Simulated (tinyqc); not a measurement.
# Pull-up strength from the switching point

Question. Transistor (EKV form, voltages against the body): I = 2 n b Vt^2 [F(vp - Vs) - F(vp - Vd)] from drain to source, F(v) = ln^2(1 + exp(v/(2 Vt))), vp = (Vg - VT + sg |Vd - Vs|)/n. n-channel bodies are at 0; for the p-channel device all voltages are counted down from Vdd. b in uA/V^2 gives I in uA. In an inverter In(Vg = Vd = VM) equals Ip at the switching point VM. Find bp and the current there.

Inputs (values chosen for the exercise): temperature T = 350 K; supply voltage Vdd = 0.7 V; slope factor n = 1.41; drain-induced barrier lowering sg = 0.119; n-channel threshold VTn = 0.28 V; p-channel threshold (magnitude) VTp = 0.4 V; gain factor of the pull-down transistor bn = 850 uA/V^2.

Constants: q = 1.602176634e-19 C, kB = 1.380649e-23 J/K, Vt = kB T/q. Results are converted to the units shown.

VM = 0.304272469 V

Solution. Ip is proportional to bp, so bp is In(VM) over the p-channel current for unit b.

bp = 1.10e3 uA/V^2
current at VM = 2.69 uA

Program tinyqc, `OMP_NUM_THREADS=1 python tinyqc.py 2340096 2340097 out.jsonl`; Intel Xeon 2.30GHz, shared host, one thread, about 0.04 s.
